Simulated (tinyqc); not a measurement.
Worked calculation: plane-wave Kohn-Sham cycle with exchange-only LDA in a layered model solid. One step of it, computed by the program tinyqc.

Task: Iteration 2: Hamiltonian at one k. H(m,m') = (k + G_m)^2/2 delta + V(G_m - G_m'), with V(-G) = V(G).

A solid whose potential varies along x alone (atomic units):
```
parameter,value
period a,16.700000
cross-section of the cell,34.000000
electrons per cell,4
grid points,16
"plane waves -n..n, n",3
k points,3
V1 in V1 cos(2 pi x/a),-0.570000
```

V(G_m), m = 0, 1, 2, ... (hartree): -0.182385  -0.077900  0.012054  0.000474  0.000808  0.000042  -0.000145

k = 0.000000 2 pi / a

Give: H.

Result:

H (hartree):
```
,-3,-2,-1,+0,+1,+2,+3
-3,0.4546,-0.0779,0.0121,0.0005,0.0008,0.0000,-0.0001
-2,-0.0779,0.1007,-0.0779,0.0121,0.0005,0.0008,0.0000
-1,0.0121,-0.0779,-0.1116,-0.0779,0.0121,0.0005,0.0008
+0,0.0005,0.0121,-0.0779,-0.1824,-0.0779,0.0121,0.0005
+1,0.0008,0.0005,0.0121,-0.0779,-0.1116,-0.0779,0.0121
+2,0.0000,0.0008,0.0005,0.0121,-0.0779,0.1007,-0.0779
+3,-0.0001,0.0000,0.0008,0.0005,0.0121,-0.0779,0.4546
```
